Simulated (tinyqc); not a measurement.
Valley splitting in a one-orbital chain of atomic planes (second-neighbour model): one step. Levels and the valley doublet. Two cases, with inputs chosen for the exercise.

Problem. Diagonalise H. The two lowest levels are the doublet made from the valleys at +k0 and -k0; give their splitting, the weights of the lowest state, and its parity under reversal of the planes.

Case 1.

H (eV):
$$\begin{pmatrix}
1.466147 & 0.693717 & 0.638922 & 0 & 0 & 0 & 0 & 0 \\
0.693717 & 1.466147 & 0.693717 & 0.638922 & 0 & 0 & 0 & 0 \\
0.638922 & 0.693717 & 1.466147 & 0.693717 & 0.638922 & 0 & 0 & 0 \\
0 & 0.638922 & 0.693717 & 1.466147 & 0.693717 & 0.638922 & 0 & 0 \\
0 & 0 & 0.638922 & 0.693717 & 1.466147 & 0.693717 & 0.638922 & 0 \\
0 & 0 & 0 & 0.638922 & 0.693717 & 1.466147 & 0.693717 & 0.638922 \\
0 & 0 & 0 & 0 & 0.638922 & 0.693717 & 1.466147 & 0.693717 \\
0 & 0 & 0 & 0 & 0 & 0.638922 & 0.693717 & 1.466147
\end{pmatrix}$$

Case 2.

H (eV):
```
           1         2         3         4         5         6         7         8         9        10        11
1   1.494590  0.757386  0.634240         0         0         0         0         0         0         0         0
2   0.757386  1.494590  0.757386  0.634240         0         0         0         0         0         0         0
3   0.634240  0.757386  1.494590  0.757386  0.634240         0         0         0         0         0         0
4          0  0.634240  0.757386  1.494590  0.757386  0.634240         0         0         0         0         0
5          0         0  0.634240  0.757386  1.494590  0.757386  0.634240         0         0         0         0
6          0         0         0  0.634240  0.757386  1.494590  0.757386  0.634240         0         0         0
7          0         0         0         0  0.634240  0.757386  1.494590  0.757386  0.634240         0         0
8          0         0         0         0         0  0.634240  0.757386  1.494590  0.757386  0.634240         0
9          0         0         0         0         0         0  0.634240  0.757386  1.494590  0.757386  0.634240
10         0         0         0         0         0         0         0  0.634240  0.757386  1.494590  0.757386
11         0         0         0         0         0         0         0         0  0.634240  0.757386  1.494590
```

Give: levels; splitting; weights on the planes; parity of the lowest state.

Solution.

Case 1.

levels (eV): [0.2134, 0.2350, 0.7540, 0.8268, 1.2095, 1.8004, 2.8996, 3.7905]

splitting = 21.57 meV

weights on the planes: [0.092, 0.006, 0.262, 0.141, 0.141, 0.262, 0.006, 0.092]

parity of the lowest state: even

The mean of the doublet lies 0.2242 eV above the bulk minimum, and level 3 lies 0.5297 eV above that mean; the weights oscillate from plane to plane because the two valleys interfere.

Case 2.

levels (eV): [0.1198, 0.1447, 0.4682, 0.5008, 0.8905, 1.0238, 1.1818, 1.8273, 2.7014, 3.5079, 4.0743]

splitting = 24.94 meV

weights on the planes: [0.048, 0.016, 0.104, 0.161, 0.024, 0.292, 0.024, 0.161, 0.104, 0.016, 0.048]

parity of the lowest state: even

The mean of the doublet lies 0.1322 eV above the bulk minimum, and level 3 lies 0.3360 eV above that mean; the weights oscillate from plane to plane because the two valleys interfere.

Computed by tinyqc, one run a case: `OMP_NUM_THREADS=1 python tinyqc.py N N+1 out.jsonl` with N = 1452237, 1452298; one thread of a shared Intel(R) Xeon(R) Processor @ 2.30GHz, about 0.02 s a run at most.
